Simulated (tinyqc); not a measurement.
# A six-terminal Hall bar with edge channels and a constriction, Landauer-Buettiker equations: two studies

Contacts 1 (source) and 4 (drain) end the bar; 2 and 3 lie on the upper edge, 6 and 5 on the lower edge, with a constriction between 2 and 3 (and between 6 and 5). Carriers run 1 to 2 to 3 to 4 to 5 to 6 to 1 in M channels. The constriction passes Tc from 2 to 3 and from 5 to 6, and turns M - Tc from 2 to 6 and from 5 to 3. Signs are those of positive carriers; V4 = 0.

Inputs (values chosen for the exercise):
```
symbol,value,unit,meaning
M,3,,"edge channels, spin counted singly"
Tc,2.45,,summed transmission of the constriction
I,10,nA,current from contact 1 to contact 4
```

Constants: q = 1.602176634e-19 C, h = 6.62607015e-34 J s. Results are converted to the units shown.

Each table varies one quantity; the others keep the values above.

## Effect of the constriction

I_i = (q^2/h) [M V_i - sum_j T_ij V_j], with I_1 = I, V_4 = 0 and no current at 2, 3, 5, 6. R(a,b) = (V_a - V_b)/I.

The same in every row: R(2,6) (kohm) = 8.604.

Effect of the constriction:
```
Tc	R(1,4) (kohm)	R(2,3) (kohm)	R(2,5) (kohm)	R(3,6) (kohm)
0.375	68.83	60.23	68.83	-51.63
0.75	34.42	25.81	34.42	-17.21
1.125	22.94	14.34	22.94	-5.736
1.5	17.21	8.604	17.21	0
1.875	13.77	5.163	13.77	3.442
2.25	11.47	2.868	11.47	5.736
2.625	9.833	1.229	9.833	7.375
3	8.604	0	8.604	8.604
```

What does the comparison show?

The Hall resistance R(2,6) stays at 8.6043 kohm = (h/q^2)/3, whatever the constriction does. The longitudinal R(2,3) falls from 60.2 to 0 kohm and vanishes without back-scattering, while the two-terminal R(1,4) falls only to 8.6043 kohm. R(3,6) changes sign at Tc = M/2 = 1.5.

## Effect of the number of channels

Same model as above.

R(a,b) = (V_a - V_b)/I.

The same in every row: R(1,4) (kohm) = 10.54; R(2,5) (kohm) = 10.54.

Effect of the number of channels:
```
M	R(2,3) (kohm)	R(2,6) (kohm)	R(3,6) (kohm)
3	1.932	8.604	6.673
4	4.083	6.453	2.371
5	5.373	5.163	-0.2107
6	6.234	4.302	-1.932
7	6.848	3.688	-3.161
8	7.309	3.227	-4.083
9	7.668	2.868	-4.800
```

With Tc held at 2.45, R(1,4) stays at 10.536 kohm. The Hall resistance R(2,6) falls from 8.60 to 2.87 kohm as 1/M, and R(2,3) rises from 1.93 to 7.67 kohm; their sum is always R(2,5) = R(1,4).

tinyqc, about 0.01 s, one thread, Intel Xeon 2.30GHz (shared host): `OMP_NUM_THREADS=1 python tinyqc.py 2700107 2700108 out.jsonl`
